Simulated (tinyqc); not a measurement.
Permeation of metal atoms or ions through a thin barrier or dielectric: time lag, field-aided drift and lifetime: one step, computed by the program tinyqc. Command: `OMP_NUM_THREADS=1 python tinyqc.py 3029353 3029354 out.jsonl barrier walk`. One thread of a shared host (Intel(R) Xeon(R) Processor @ 2.30GHz), about 0.02 s of CPU time with the checks.

The film 0 < x < d is empty at first; C = C0 at x = 0 and C = 0 at x = d. dC/dt = D d2C/dx2 - v dC/dx with drift v = D z e V/(k_B T d) (uniform field, no space charge).

Problem. Scales. D = D0 exp(-E/(k_B T)); time scale d^2/D; Peclet number P = z V/(k_B T), k_B T in eV; 1 nm = 1e-7 cm. Temperatures in kelvin are T(C) + 273.15.

Inputs (values chosen for the exercise, for a model case: singly charged ions through a dielectric):

| quantity | value | unit |
|---|---|---|
| thickness d | 25 | nm |
| prefactor D0 | 0.0044 | cm^2/s |
| activation energy E | 1.29 | eV |
| charge number z | 1 | - |
| voltage V (positive drives ions across) | 0.16 | V |
| test temperature T | 175 | C |

Constants: k_B = 8.617333262e-05 eV/K.

Give: diffusivity D; time scale d^2/D; Peclet number P.

Solution.

diffusivity D = 1.369e-17 cm^2/s

time scale d^2/D = 4.565e+05 s

Peclet number P = 4.143
